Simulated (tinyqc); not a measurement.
# Changing the temperature T

Model: Debye-Callaway model of lattice thermal conductivity. Computed by tinyqc, a small Python program. Command: `OMP_NUM_THREADS=1 python tinyqc.py 3018083 3018084 out.jsonl callaway sweep`. One thread of a shared host (Intel(R) Xeon(R) Processor @ 2.30GHz), about 0.04 s of CPU time with the checks.

Three acoustic branches with one velocity v, cut at omega_D = k_B Theta/hbar; x = hbar omega/(k_B T). v and Theta are separate inputs: Theta cuts off the heat-carrying modes, so C need not reach 3 k_B/V. gamma is an effective value that sets the umklapp rate. Heat flows along the film.

Inputs (values chosen for the exercise, modelled on sodium chloride):

| quantity | value | unit |
|---|---|---|
| sound velocity v | 3000 | m/s |
| Debye temperature Theta | 313 | K |
| volume per atom V | 22.4 | angstrom^3 |
| mean atomic mass M | 29.2 | u |
| effective Grueneisen parameter gamma | 2.91 | - |
| umklapp exponent divisor b | 3 | - |
| vacancy fraction n_v | 0.00022 | - |
| film thickness t | 0.055 | micrometre |
| specularity p | 0 | - |

Sample: film. Point defects: vacancies. Normal processes: left out.

Constants: k_B = 1.380649e-23 J/K; hbar = 1.054571817e-34 J s; u = 1.6605390666e-27 kg.

Method:
- A vacancy counts as a mass defect Delta M/M = -3 (the missing mass and twice its bonds), so Gamma = 9 n_v. A = V Gamma/(4 pi v^3).
- Rates: point defects A omega^4; umklapp B omega^2 T exp(-Theta/(b T)) with B = hbar gamma^2/(M v^2 Theta). Film: the bulk time tau of each mode, from the resistive rates above, is multiplied by the Fuchs-Sondheimer factor F = (3/2) int_0^1 (1 - u^2) [1 - (1 - p) (u/d) (1 - E)/(1 - p E)] du, with E = exp(-d/u), d = t/(v tau), by 48 Gauss-Legendre points in z with u = z^4; the boundary rate is defined as 1/(F tau) - 1/tau.
- kappa_1 = c int tau_C g dx, g = x^4 e^x/(e^x - 1)^2, c = (k_B/(2 pi^2 v)) (k_B T/hbar)^3, over 0 < x < min(Theta/T, 40), by 96 Gauss-Legendre points in s with x = x_max s^2; tau_C = tau_R, the inverse of the summed rates, and kappa = kappa_1.
- Heat capacity C = 3 c int g dx / v^2; grey free path 3 kappa/(C v); the median free path v tau_C halves kappa_1 when the quadrature points are ordered by free path (each counted at half its weight, interpolated in the logarithm); likewise at 10 % and 90 %.

One run for each value:

| temperature T (K) | kappa (W/(m K)) | heat capacity C (J/(m^3 K)) | grey free path (nm) | median free path (nm) |
|---|---|---|---|---|
| 5.2 | 0.240 | 6.3696e+02 | 376.74 | 386.55 |
| 8.2 | 0.754 | 2.4977e+03 | 301.69 | 316.14 |
| 13.0 | 2.249 | 9.9525e+03 | 225.97 | 247.57 |
| 20.0 | 5.618 | 3.6223e+04 | 155.08 | 185.43 |
| 32.0 | 12.193 | 1.4382e+05 | 84.78 | 118.61 |
| 49.0 | 17.991 | 4.1636e+05 | 43.21 | 66.90 |
| 78.0 | 18.369 | 8.9333e+05 | 20.56 | 31.10 |
| 120.0 | 13.920 | 1.2977e+06 | 10.73 | 15.05 |
| 190.0 | 8.864 | 1.5623e+06 | 5.67 | 7.49 |
| 300.0 | 5.390 | 1.6892e+06 | 3.19 | 4.09 |
| 470.0 | 3.299 | 1.7436e+06 | 1.89 | 2.40 |

Over the rows, kappa (W/(m K)) goes from 0.240 through a maximum among these rows, 18.4 at 78.0, to 3.30; heat capacity C (J/(m^3 K)) rises from 637 to 1.74e6 (exponent d ln y / d ln x 3.0 between the first rows and 0.071 between the last); grey free path (nm) falls from 377 to 1.89 (exponent d ln y / d ln x -0.49 between the first rows and -1.2 between the last). At the low end the exponent of heat capacity C is 3.00, close to 3: the Debye T^3 law.

Caution (rows 5.20, 8.20): the sample is less than ten thermal wavelengths across, so confinement and the wavelength dependence of p, left out here, matter.

Extremes, crossings and ranges named in words are read from the listed rows.
